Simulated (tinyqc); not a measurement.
Six-band Luttinger-Kohn model with strain: sweeps and comparisons. A value that a table varies takes the place of the one given here.

Six-band Luttinger-Kohn model in the basis |3/2,3/2>, |3/2,1/2>, |3/2,-1/2>, |3/2,-3/2>, |1/2,1/2>, |1/2,-1/2>, electron energies, zero at the top of the unstrained valence band. H = -[rows: (P+Q, -S, R, 0, -S/r2, r2 R); (-S*, P-Q, 0, R, -r2 Q, r32 S); (R*, 0, P-Q, S, r32 S*, r2 Q); (0, R*, S*, P+Q, -r2 R*, -S*/r2); (-S*/r2, -r2 Q, r32 S, -r2 R, P+Dso, 0); (r2 R*, r32 S*, r2 Q, -S/r2, 0, P+Dso)], r2 = sqrt(2), r32 = sqrt(3/2). Levels are twofold.

P = c g1 k^2 - av tr(e); Q = c g2 (kx^2 + ky^2 - 2 kz^2) - (b/2)(exx + eyy - 2 ezz); R = c sqrt3 [-g2 (kx^2 - ky^2) + 2i g3 kx ky] + (sqrt3/2) b (exx - eyy) - i d exy; S = 2 c sqrt3 g3 (kx - i ky) kz - d (exz - i eyz); c = hbar^2/2m0, e the strain tensor (not engineering shear).

s11 = (C11 + C12)/((C11 - C12)(C11 + 2 C12)), s12 = -C12/((C11 - C12)(C11 + 2 C12)), s44 = 1/C44; exx = s11 sxx + s12 (syy + szz) and cyclic, exy = s44 sxy/2; tension is positive. A uniaxial stress X along the unit vector n is s_ij = X n_i n_j.

Constants: hbar^2/2m0 = 3.80998211 eV angstrom^2.

Inputs chosen for the exercise (near those of InP; not measured data):
```
symbol  value           unit  meaning
Dso     0.107           eV    spin-orbit splitting
g1      5.07                  Luttinger gamma1
g2      1.6                   gamma2
g3      2.1                   gamma3
av      0.6             eV    valence hydrostatic potential
b       -1.99           eV    tetragonal shear potential
d       -5.04           eV    trigonal shear potential
C11     101.9           GPa
C12     55.8            GPa
C44     45.7            GPa
load    uniaxial [110]        kind of stress
X1      1.1             GPa   size of the stress
E_h     20              meV   hole energy below the top
X       1.37            GPa   stress
```

## Sweep of a uniaxial [110] stress

Edges at k = 0 and curvature masses of the top pair along [110] and [001] (step 0.0002 1/angstrom); at zero stress the top is fourfold and has no single curvature.

Edges and masses:
```
X (GPa)  top (eV)  second (eV)  third (eV)  splitting (meV)  m [110]  m [001]
-1.50      0.0767      -0.0545     -0.1418            131.2    0.082    0.477
-1.00      0.0473      -0.0368     -0.1259             84.1    0.085    0.446
-0.50      0.0207      -0.0187     -0.1132             39.3    0.092    0.395
0.00       0.0000       0.0000     -0.1070              0.0        -        -
0.50       0.0192      -0.0100     -0.1119             29.2    0.767    0.132
1.00       0.0388      -0.0083     -0.1290             47.1    0.723    0.123
1.50       0.0589       0.0007     -0.1539             58.2    0.688    0.117
```

What does this show, and why?

The splitting reaches 131.2 meV under compression and 58.2 meV under the same tension; linear shear terms alone would make the two equal, and the difference comes from the coupling to the split-off band. At the ends of the sweep the top pair has a mass along [110] of 0.082 under compression and 0.688 under tension, so compression gives the lighter holes along [110]; along [001] it has 0.477 and 0.117. The top edge itself moves by +77 and +59 meV.

## Which stress helps holes along [110]

Each load has size X1 (biaxial: sxx = syy); masses are curvatures of the top pair at k = 0.

Results:
```
load                         splitting (meV)  top edge (meV)  m [110]  m [001]
uniaxial [110], compression             93.4            53.0    0.084    0.454
uniaxial [110], tension                 49.7            42.8    0.715    0.122
uniaxial [100], compression            120.1            69.5    0.154    0.458
uniaxial [100], tension                 51.3            50.6    0.234    0.150
uniaxial [111], compression             85.6            47.5    0.115    0.197
uniaxial [111], tension                 44.8            38.1    0.337    0.197
biaxial (001), compression              51.3            41.3    0.150    0.535
biaxial (001), tension                 120.1            78.8    0.458    0.092
```

What can be read from the table?

The lightest mass along [110] (0.084) comes with uniaxial [110], compression. The largest splitting (120.1 meV) comes with uniaxial [100], compression; biaxial (001), tension. The heaviest mass along [001] (0.535), which lowers the confinement energy in a (001) channel, comes with biaxial (001), compression. The splitting per GPa follows b (s11 - s12) for loads along cube axes and d s44 for [111]: here 2 |b| (s11 - s12) = 86.3 and |d| s44/sqrt3 = 63.7 meV per GPa in the limit of large Dso; where the splitting nears Dso, mixing with the split-off band makes it depend on the sign of the load.

## Warping of the constant-energy contours (six-band Luttinger-Kohn model)

No strain (e = 0). In the plane kz = 0, |k| where the top and second pairs lie E_h below the top, against the angle from [100]; m = c k^2/E_h.

Contours:
```
angle (degrees)  k top (1/angstrom)  k second (1/angstrom)  m top (m0)  m second (m0)
0                            0.0530                 0.0260       0.535          0.129
9                            0.0542                 0.0259       0.560          0.128
18                           0.0578                 0.0257       0.637          0.126
27                           0.0638                 0.0254       0.775          0.123
36                           0.0709                 0.0252       0.958          0.121
45                           0.0747                 0.0251       1.064          0.120
```

What does this show?

The heavy contour reaches 1.411 times as far along [110] as along [100], the light one 0.966 times. The warping follows g3 - g2 = 0.50 and would vanish for g2 = g3. Along [100] the heavy mass is 1/(g1 - 2 g2) = 0.535 at any energy, while the light one is 0.1292, against 1/(g1 + 2 g2) = 0.1209 at the edge, for E_h/Dso = 0.19.

## What each parameter does

Edges at k = 0 under a uniaxial [110] stress X and the curvature mass of the top pair along [110] (step 0.0002 1/angstrom). Each row changes one parameter from the base and keeps the others.

Results:
```
case             top (eV)  second (eV)  third (eV)  mass (m0)
base               0.0536      -0.0021     -0.1470      0.696
C11 = 81.52 GPa    0.0889      -0.0163     -0.1669      0.537
g1 = 6.084         0.0536      -0.0021     -0.1470      0.408
Dso = 0.086 eV     0.0540       0.0044     -0.1328      0.676
av = 0.48 eV       0.0529      -0.0029     -0.1477      0.696
X = 1.096 GPa      0.0426      -0.0070     -0.1334      0.716
g2 = 1.92          0.0536      -0.0021     -0.1470      0.912
d = -6.048 eV      0.0583       0.0038     -0.1576      0.797
```

How do the results move?

The largest shifts from the base row, up to three for each result and ties (the steps differ in size, so this ranks the rows, not the parameters). top (eV): C11 +0.0353, X -0.0110, d +0.0047; unchanged at the printed digits by g1 and g2. second (eV): C11 -0.0142, Dso +0.0065, d +0.0059; unchanged at the printed digits by g1 and g2. third (eV): C11 -0.0199, Dso +0.0141, X +0.0136; unchanged at the printed digits by g1 and g2. mass (m0): g1 -0.288, g2 +0.215, C11 -0.159; unchanged at the printed digits by av. The Luttinger parameters multiply k^2 and cannot move the edges; av shifts all edges alike and leaves the mass.

tinyqc: `OMP_NUM_THREADS=1 python tinyqc.py 1080113 1080114 out.jsonl`; about 0.1 s, one thread, shared Intel(R) Xeon(R) Processor @ 2.30GHz.
